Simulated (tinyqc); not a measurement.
Density of states of one tight-binding band of a chain: one step. Gaussian broadening at one energy.

Gaussian broadening: g(E) = mean over the mesh of exp(-(E - E_k)^2/(2 sigma^2))/(sigma sqrt(2 pi)), n(E) = mean of erfc((E_k - E)/(sigma sqrt 2))/2.

Values chosen for the exercise: E = 1.5 eV (energy at which the density is wanted); sigma = 0.113 eV (Gaussian width).

Distinct energies:

| E_k (eV) | points |
|---|---|
| -2.380000 | 1 |
| -2.172821 | 2 |
| -1.598061 | 2 |
| -0.780012 | 2 |
| 0.120000 | 2 |
| 0.949717 | 2 |
| 1.598061 | 2 |
| 2.003115 | 2 |
| 2.140000 | 1 |

Task: Sum over the distinct energies with their counts.

Give: n(E); g(E).

Result:

n(E) = 0.7116
g(E) = 0.3029 1/eV

tinyqc: `OMP_NUM_THREADS=1 python tinyqc.py 1650606 1650607 out.jsonl`; about 0.01 s, one thread, shared Intel(R) Xeon(R) Processor @ 2.30GHz.
